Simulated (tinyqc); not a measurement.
# Resistance of a source-drain extension with a graded tip: effects of single changes

y runs along the channel, the gate covers y > 0. The doping is N0 for y < y0 and N0 10^(-(y - y0)/la) beyond, uniform over the depth xj. Sheet conductance s(y) = q mu(N) max(N - Nch, 0) xj + (for y > 0) ma Cox Vo, with mu(N) = u0 + (u1 - u0)/(1 + (N/Nr)^au) and Cox = eps0 eox/tox. Current is taken as one-dimensional; depletion of the tip, spreading and the contact are left out. The metallurgical junction lies at yj, where N = Nch.

Values chosen for this exercise; mobility law close to that of electrons in silicon: relative permittivity of the gate insulator (close to zirconium oxide) eox = 24.9; insulator thickness tox = 3.3 nm; active doping of the extension far from the gate N0 = 2.7e20 cm^-3; lateral abruptness la = 4.4 nm/decade; position under the gate where the fall begins (gate edge at 0) y0 = 1.2 nm; depth of the extension xj = 15 nm; channel doping Nch = 1e18 cm^-3; spacer length Ls = 9 nm; gate overdrive Vo = 0.58 V; mobility of the gate-induced layer ma = 140 cm^2/(V s); mobility at low doping u1 = 1414 cm^2/(V s); mobility at high doping u0 = 68.5 cm^2/(V s); reference doping Nr = 9.2e16 cm^-3; exponent au = 0.711; gate length Lg = 60 nm.

Constants: q = 1.602176634e-19 C, eps0 = 8.8541878128e-14 F/cm where lengths are in cm. Results are converted to the units shown.

Each table varies one quantity; the others keep the values above.

## Abruptness at a fixed junction position

R_spacer = integral of dy/s from -Ls to 0, R_ov from 0 to yj, R_channel = (Lg - 2 yj)/(ma Cox Vo), R_total = 2 R_spacer + 2 R_ov + R_channel. Electrical length L_eff = ma Cox dR_total/d(1/Vo); R_series = R_total - L_eff/(ma Cox Vo). y0 is moved with la so that yj stays at 11.898 nm.

The same in every row: yj (nm) = 11.90; R_channel (ohm um) = 66.74.

Results:
```
la (nm/decade),R_spacer (ohm um),R_ov (ohm um),R_total (ohm um),L_eff (nm),R_series (ohm um)
1,1.905,4.334,79.21,38.35,8.518
3,1.905,8.485,87.52,42.14,9.830
3.9,1.905,10.35,91.25,43.85,10.42
4.9,1.905,12.43,95.40,45.75,11.08
5.9,2.230,14.27,99.73,47.57,12.04
6.9,3.313,15.64,104.7,49.18,14.00
7.9,5.247,16.65,110.5,50.51,17.42
```

Estimate the missing row, la = 2 nm/decade.

Computed row:
```
la (nm/decade),R_spacer (ohm um),R_ov (ohm um),R_total (ohm um),L_eff (nm),R_series (ohm um)
2,1.905,6.410,83.37,40.25,9.174
```

With this row back in the table: As la goes from 1 to 7.9 nm/decade, R_total rises from 79.2 to 111 ohm um, R_spacer rises from 1.90 to 5.25 ohm um and R_ov rises from 4.33 to 16.7 ohm um. R_total changes on average by 4.54 ohm um for each nm/decade. L_eff exceeds the metallurgical length by 2.15 nm in the first row and 14.3 nm in the last, since the gate also controls the lightly doped tips.

## Effect of the depth of the extension

Same model as above.

The same in every row: yj (nm) = 11.90; R_channel (ohm um) = 66.74.

Results:
```
xj (nm),R_spacer (ohm um),R_ov (ohm um),R_total (ohm um),L_eff (nm),R_series (ohm um)
4,7.143,15.83,112.7,50.00,20.51
5.6,5.102,14.76,106.5,48.65,16.77
11,2.597,12.47,96.87,45.98,12.11
15,1.905,11.39,93.33,44.80,10.75
21,1.360,10.23,89.92,43.58,9.585
29,0.9852,9.133,86.97,42.48,8.669
40,0.7143,8.075,84.32,41.47,7.875
```

Estimate the missing row, xj = 7.7 nm.

Computed row:
```
xj (nm),R_spacer (ohm um),R_ov (ohm um),R_total (ohm um),L_eff (nm),R_series (ohm um)
7.7,3.710,13.69,101.5,47.38,14.21
```

With this row back in the table: As xj goes from 4 to 40, R_total falls from 113 to 84.3 ohm um, L_eff falls from 50.0 to 41.5 nm and R_series falls from 20.5 to 7.87 ohm um.

Computed by the program tinyqc: `OMP_NUM_THREADS=1 python tinyqc.py 2282201 2282202 out.jsonl`, one thread of a shared Intel Xeon 2.30GHz, about 0.03 s for the whole run.
